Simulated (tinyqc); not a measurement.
Schemes compared: quasiparticle equation with a plasmon-pole self-energy for two band edges.

For each edge E = e + X + Sc(E), with the correlation part Sc(E) = A[0]/(E - a + w) + A[1]/(E - b - w); a and b are the valence and conduction energies that enter the Green function (a = ev, b = ec in the one-shot scheme). Z = 1/(1 - dSc/dE), dSc/dE = -A[0]/(E - a + w)^2 - A[1]/(E - b - w)^2.

Parameters, chosen for this exercise (scales of the order of those of SiC; not measured data):
```
symbol  value         unit  meaning
ev      0             eV    mean-field valence top
ec      2.12          eV    mean-field conduction edge
w       19.5          eV    pole energy
Av      (43.5, 26.1)  eV^2  weights of the valence state on the hole and electron poles
Ac      (28.2, 44.9)  eV^2  the same for the conduction state
Xv      -1.58         eV    exchange minus the mean-field potential, valence
Xc      1.6           eV    the same, conduction
```

Z = 1; linearised; exact one-shot; energies updated in G (a, b); updated in G and W, where w grows by half of the opening of the gap (a rule chosen for the exercise).

Results (eV):
```
scheme               Ev     Ec    gap  opening
mean field        0.000  2.120  2.120    0.000
Z = 1            -0.556  2.722  3.278    1.158
linearised       -0.475  2.631  3.106    0.986
one-shot, exact  -0.475  2.630  3.105    0.985
update G         -0.501  2.662  3.163    1.043
update G and W   -0.532  2.692  3.224    1.104
```

What does the comparison show?

The openings run from 0.985 (one-shot, exact) to 1.158 eV (Z = 1). Linearising moves the gap by 1 meV, updating G +58 meV and updating W a further +62 meV: once Z is kept, the level of self-consistency matters more than linearising.

Computed by tinyqc, a small Python program: `OMP_NUM_THREADS=1 python tinyqc.py 1881087 1881088 out.jsonl` (the numbers bound the seed that draws the inputs); one thread of a shared host (Intel(R) Xeon(R) Processor @ 2.30GHz), about 0.02 s for the whole set of steps.
